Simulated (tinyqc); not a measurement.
Valley splitting of a silicon quantum well in envelope theory, step by step. Values are carried at full precision from step to step, so a last printed digit may differ when a step is redone from the rounded ones.

Constants: hbar^2/2m0 = 3.80998211 eV angstrom^2; kB = 8.617333262e-05 eV/K.

Parameters, chosen for this exercise (near those of a strained Si well in SiGe; shifted at random, so the results belong to these values and not to a real crystal):
- k0 = 0.841 2 pi/a (valley position)
- a = 5.431 angstrom (lattice constant)
- ml = 0.905 m0 (mass along z)
- F = 1.8 mV/nm (field pressing towards the upper interface)
- w = 0.3 angstrom (interface width parameter)
- L = 96 angstrom (well width)
- V0 = 0.21 eV (conduction offset)
- C0 = 0.285 (Bloch overlap factor)
- Yb = 0.3 (Ge share of the barrier)
- Yw = 0.02 (Ge share of the well)
- ad = 180 angstrom (dot radius)

## Wave number and lengths

q = 2 k0 (2 pi/a), its wavelength, the field length (c/(ml e F))^(1/3) with c = hbar^2/2m0 and 1 mV/nm = 1e-4 eV/angstrom, and the damping factor y/sinh(y), y = pi q w, of a step smoothed as 1/(1 + exp(z/w)).

q = 1.9459 1/angstrom
wavelength = 3.229 angstrom
field length = 28.6 angstrom
damping factor = 0.601

## The envelope

The well lies at 0 < z < L; U(z) = V0 [1/(1 + exp(z/w)) + 1/(1 + exp((L - z)/w))] - e F z, 1 mV/nm = 1e-4 eV/angstrom. The envelope psi solves -(c/ml) psi'' + U psi = E psi, c = hbar^2/2m0, by three-point differences on a grid of 0.1 angstrom from -40 to L + 40 angstrom. The two valleys at +/- k0 couple through D = C0 times the integral of exp(-i q z) U(z) psi^2, q = 2 k0 (2 pi/a), and split by Ev = 2|D|.

Two lowest levels, mean position, and psi^2 at both interfaces.

levels (meV): -5.84  6.70

<z> = 58.5 angstrom
psi^2 at z = 0 and L (1/angstrom): 7.92e-05  0.000921

The field makes psi^2 at the upper interface 11.6 times that at the lower one. The orbital spacing is 12.5 meV.

## Contributions to the coupling

Split D into the lower barrier, the upper barrier and the field term.

Parts of D (micro-eV):

| part | real | imaginary | size |
|---|---|---|---|
| lower barrier | 0.623 | 1.329 | 1.468 |
| upper barrier | 14.694 | 8.713 | 17.083 |
| field term | 0.029 | 0.026 | 0.039 |

## Valley splitting and phase

The inter-valley coupling D is the sum of the complex parts; Ev = 2|D|, the valley phase is arg D, and kB T equals Ev at T = Ev/kB.

Ev = 36.7 micro-eV
phase = 0.58 rad
T = 0.43 K

The upper barrier gives the largest part.

## Alloy disorder

Random alloy: with Y(z) = Yw + (Yb - Yw) B(z), B the bracket in U, and in-plane density exp(-r^2/ad^2)/(pi ad^2), D gains a random complex part of variance sigma^2 = (C0^2/pi)(a^2 V0/(8 ad (Yb - Yw)))^2 (4/a) times the integral of psi^4 Y (1 - Y). Alone it gives a mean splitting sqrt(pi) sigma; together with the smooth part the rms splitting is 2 sqrt(|D|^2 + sigma^2).

Give the integral, sigma, the mean splitting from disorder alone and the rms total.

integral = 0.000310 1/angstrom
sigma = 37.3 micro-eV
sqrt(pi) sigma = 66.1 micro-eV
rms splitting = 83.2 micro-eV

|D|/sigma = 0.49: disorder dominates, so the splitting scatters from dot to dot down to zero.

## Checks

- Lowest level for sharp walls and no field against the square well, meV: both 3.8.
- Size of one barrier part in that case against C0 V0 psi(0)^2/sqrt(q^2 + 4 kappa^2), micro-eV: both 10.

tinyqc: `OMP_NUM_THREADS=1 python tinyqc.py 1282322 1282323 out.jsonl`; about 0.2 s, one thread, shared Intel(R) Xeon(R) Processor @ 2.30GHz.
